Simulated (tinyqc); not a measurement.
Inside a calculation. Model: electron mobility in a silicon inversion layer, empirical terms and Matthiessen rule.

Computed by the program tinyqc: `OMP_NUM_THREADS=1 python tinyqc.py 2510158 2510159 out.jsonl`, one thread of a shared Intel Xeon 2.30GHz, about 0.01 s for the whole run. Printed values are rounded.

Inversion layer of sheet density Ns on a uniformly doped body, under a high-permittivity gate with an interlayer. The mobility terms are empirical power laws with prefactors chosen for the exercise; adding their inverses (Matthiessen) is itself an approximation.

Values chosen for this exercise; material values close to those of silicon: temperature T = 250 K; band gap Eg = 1.12 eV; relative permittivity of the semiconductor eps_r = 11.7; conduction-band density of states at T Nc = 2.11e19 cm^-3; valence-band density of states at T Nv = 2.03e19 cm^-3; body doping Nb = 3.1e17 cm^-3; reverse body bias Vsb = 0.3 V; weight of the inversion charge in the effective field eta = 0.5; gate capacitance Cox = 0.62 uF/cm^2; phonon-limited mobility at 1 MV/cm and 300 K Ap = 434 cm^2/(V s); roughness-limited mobility at 1 MV/cm As = 742 cm^2/(V s); exponent of the roughness term gs = 2; Coulomb prefactor Ac = 2700 cm^2/(V s); charge at the interface Nit = 1.7e10 cm^-2; remote-phonon mobility without interlayer Ar = 240 cm^2/(V s); interlayer thickness ti = 1 nm; decay length of remote phonons lr = 0.7 nm; inversion density Ns = 7.8e12 cm^-2; ratio W/L WL = 5; drain voltage Vd = 0.02 V; measured linear current I = 38.6 uA.

Constants: q = 1.602176634e-19 C, kB = 1.380649e-23 J/K, Vt = kB T/q, eps0 = 8.8541878128e-14 F/cm where lengths are in cm. Results are converted to the units shown.

## Depletion charge and effective field

ni = sqrt(Nc Nv) exp(-Eg/(2 Vt)), Eg in volts; Ndep = sqrt(2 eps0 eps_r Nb (2 Vt ln(Nb/ni) + Vsb)/q); E = q (Ndep + eta Ns)/(eps0 eps_r), in MV/cm.

ni = 1.06362e8 cm^-3
Ndep = 2.22865e12 cm^-2
E = 0.947852 MV/cm

The depletion charge gives 36.4 % of the field.

## Mobility terms and their sum

With t = T/(300 K): muC = Ac (Ns/1e12 cm^-2) t/(Nb/1e17 cm^-3 + Nit/1e11 cm^-2), muP = Ap E^(-1/3) t^(-1.75), muS = As E^(-gs), muR = Ar exp(2 ti/lr)/t; 1/mu is the sum of the inverses.

terms (cm^2/(V s)): Coulomb 5366.97, phonon 607.869, roughness 825.892, remote phonon 5014.57
mu = 308.485 cm^2/(V s)
shares of 1/mu (%): Coulomb 5.74784, phonon 50.7486, roughness 37.3518, remote phonon 6.15177

The phonon term limits most.

## Iteration 1: inversion density for the measured current

Ns at the start = 5.5e12 cm^-2

I = (W/L) q Ns mu Vd. E = q (Ndep + eta Ns)/(eps0 eps_r) in MV/cm. With t = T/(300 K): muC = Ac (Ns/1e12 cm^-2) t/(Nb/1e17 cm^-3 + Nit/1e11 cm^-2), muP = Ap E^(-1/3) t^(-1.75), muS = As E^(-gs), muR = Ar exp(2 ti/lr)/t; 1/mu is the sum of the inverses. Ns(new) = I/((W/L) q mu Vd).

E = 0.769994 MV/cm
mu = 357.437 cm^2/(V s)
Ns after iteration 1 = 6.74027e12 cm^-2

## Iteration 2: inversion density for the measured current

As before.

E = 0.865903 MV/cm
mu = 330.931 cm^2/(V s)
Ns after iteration 2 = 7.28014e12 cm^-2

## Course of the iteration: inversion density for the measured current

Stop when Ns changes by less than 1e5 cm^-2, or after 120 iterations.

Course of the iteration:
```
iteration  Ns (cm^-2)  |change| (cm^-2)
1          6.74027e12           1.24e12
2          7.28014e12           5.40e11
3          7.54286e12           2.63e11
4          7.67613e12           1.33e11
5          7.74504e12           6.89e10
6          7.78100e12           3.60e10
7          7.79986e12           1.89e10
8          7.80978e12            9.92e9
9          7.81500e12            5.22e9
...               ...               ...
18         7.82079e12            1.64e7
19         7.82080e12            8.65e6
20         7.82081e12            4.56e6
21         7.82081e12            2.40e6
22         7.82081e12            1.27e6
23         7.82081e12            6.68e5
24         7.82081e12            3.52e5
25         7.82081e12            1.86e5
26         7.82081e12            9.79e4
```

Converged in 26 iterations. At the end each change is about 0.53 times the one before: linear convergence.

## Split C-V extraction

```
point  Vg (V)  Cgc (uF/cm^2)      I (uA)
0         0.2     8.67727e-5  2.77618e-9
1        0.25     4.77807e-4  8.42225e-8
2         0.3     0.00262355  2.54700e-6
3        0.35      0.0141848  7.57018e-5
4         0.4      0.0708469  0.00205668
5        0.45       0.257605   0.0383816
6         0.5       0.493898    0.301010
7        0.55       0.592543    0.992915
8         0.6       0.614829     2.02268
9        0.65       0.619055     3.24732
10        0.7       0.619828     4.58045
11       0.75       0.619969     5.97179
12        0.8       0.619994     7.38987
```

Q(Vg) is the trapezoid sum of Cgc from the first point (where Q is taken as 0); mu_eff = I/((W/L) Q Vd); mu_FE = (dI/dVg)/((W/L) Cox Vd) with a backward difference. Listed from point 4 on.

```
point  Q (uC/cm^2)  mu_eff (cm^2/(V s))  mu_FE (cm^2/(V s))
4       0.00263765              7.79738            0.639024
5        0.0108489              35.3782             11.7177
6        0.0296365              101.567             84.7188
7        0.0567975              174.817             223.195
8        0.0869818              232.540             332.181
9         0.117829              275.597             395.048
10        0.148801              307.824             430.042
11        0.179796              332.143             448.819
12        0.210795              350.571             457.443
```

At the last point mu_FE is 30 % above mu_eff.
